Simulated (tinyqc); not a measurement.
Debye-Callaway model of lattice thermal conductivity. Changing the film thickness t. Computed by tinyqc, a small Python program. Command: `OMP_NUM_THREADS=1 python tinyqc.py 3027615 3027616 out.jsonl callaway sweep`. One thread of a shared host (Intel(R) Xeon(R) Processor @ 2.30GHz), about 0.03 s of CPU time with the checks.

Three acoustic branches with one velocity v, cut at omega_D = k_B Theta/hbar; x = hbar omega/(k_B T). v and Theta are separate inputs: Theta cuts off the heat-carrying modes, so C need not reach 3 k_B/V. gamma is an effective value that sets the umklapp rate. Heat flows along the film.

Inputs (values chosen for the exercise, modelled on gallium nitride):

| quantity | value | unit |
|---|---|---|
| sound velocity v | 5340 | m/s |
| Debye temperature Theta | 671 | K |
| volume per atom V | 11.4 | angstrom^3 |
| mean atomic mass M | 41.9 | u |
| effective Grueneisen parameter gamma | 1.92 | - |
| umklapp exponent divisor b | 2.5 | - |
| mass variance Gamma | 0.0003 | - |
| specularity p | 0.6 | - |
| temperature T | 77 | K |

Sample: film. Point defects: isotopes. Normal processes: left out.

Constants: k_B = 1.380649e-23 J/K; hbar = 1.054571817e-34 J s; u = 1.6605390666e-27 kg.

Method:
- Gamma is given directly by the isotope mixture. A = V Gamma/(4 pi v^3).
- Rates: point defects A omega^4; umklapp B omega^2 T exp(-Theta/(b T)) with B = hbar gamma^2/(M v^2 Theta). Film: the bulk time tau of each mode, from the resistive rates above, is multiplied by the Fuchs-Sondheimer factor F = (3/2) int_0^1 (1 - u^2) [1 - (1 - p) (u/d) (1 - E)/(1 - p E)] du, with E = exp(-d/u), d = t/(v tau), by 48 Gauss-Legendre points in z with u = z^4; the boundary rate is defined as 1/(F tau) - 1/tau.
- kappa_1 = c int tau_C g dx, g = x^4 e^x/(e^x - 1)^2, c = (k_B/(2 pi^2 v)) (k_B T/hbar)^3, over 0 < x < min(Theta/T, 40), by 96 Gauss-Legendre points in s with x = x_max s^2; tau_C = tau_R, the inverse of the summed rates, and kappa = kappa_1.
- Heat capacity C = 3 c int g dx / v^2; grey free path 3 kappa/(C v); the median free path v tau_C halves kappa_1 when the quadrature points are ordered by free path (each counted at half its weight, interpolated in the logarithm); likewise at 10 % and 90 %.

One run for each value:

| film thickness t (micrometre) | kappa (W/(m K)) | grey free path (nm) | median free path (nm) |
|---|---|---|---|
| 0.015 | 82.7 | 134.9 | 163 |
| 0.038 | 155.3 | 253.2 | 335 |
| 0.095 | 273.3 | 445.6 | 665 |
| 0.24 | 454.9 | 741.8 | 1295 |
| 0.6 | 706.4 | 1151.8 | 2423 |
| 1.5 | 1028.2 | 1676.6 | 4354 |
| 3.8 | 1410.3 | 2299.7 | 7502 |
| 24 | 2204.5 | 3594.6 | 18206 |
| 60 | 2548.0 | 4154.7 | 25326 |

Give the missing row, film thickness t (micrometre) = 9.5.

Computed row:
```
film thickness t (micrometre)  kappa (W/(m K))  grey free path (nm)  median free path (nm)
9.5                                     1811.5               2953.8                  12082
```

Interpolating between the two neighbouring rows (the first column on a logarithmic scale, the others too where they are positive) misses most in median free path (nm), by 3.5 %. Over the rows, kappa (W/(m K)) rises from 82.7 to 2550 (exponent d ln y / d ln x 0.68 between the first rows and 0.16 between the last); grey free path (nm) rises from 135 to 4150 (exponent d ln y / d ln x 0.68 between the first rows and 0.16 between the last); median free path (nm) rises from 163 to 25300 (exponent d ln y / d ln x 0.78 between the first rows and 0.36 between the last). Kappa falls to half its value in the last row at about 2.7 micrometre, against a grey free path of 4.2 and a median one of 25 micrometre in that row.
